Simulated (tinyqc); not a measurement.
Current of a Schottky diode by thermionic-emission-diffusion theory, and its read-back from I-V-T and C-V data: one step, computed by the program tinyqc.

Full ionisation, no tunnelling, no recombination current. V is the voltage across the junction itself, forward positive.

Problem. Barrier at the given bias. N_c(T) = N_c (T/300 K)^(3/2); V_bi = phi_0 - (k_B T/e) ln(N_c(T)/N); surface field F = sqrt(2 e N (V_bi - V - k_B T/e)/(eps eps_0)); image lowering d_phi = sqrt(e F/(4 pi eps eps_0)); effective barrier phi = phi_0 - d_phi.

Inputs (values chosen for the exercise, modelled on n-type silicon):
```
quantity                                     value          unit
Richardson constant A*                         111  A/(cm^2 K^2)
effective density of states at 300 K, N_c  2.8e+19        1/cm^3
permittivity eps                              11.7             -
mobility mu                                   1500    cm^2/(V s)
barrier without image force phi_0            0.805            eV
doping N                                   4.1e+15        1/cm^3
junction voltage V                            0.32             V
temperature T                                  200             K
```

Barrier: uniform.

Constants: k_B = 8.617333262e-05 eV/K; e = 1.602176634e-19 C; eps_0 = 8.8541878128e-12 F/m.

Give: built-in voltage V_bi; surface field F; image lowering; effective barrier phi.

Solution.

built-in voltage V_bi = 0.66332 V

surface field F = 20.336 kV/cm

image lowering = 15.820 meV

effective barrier phi = 0.78918 eV
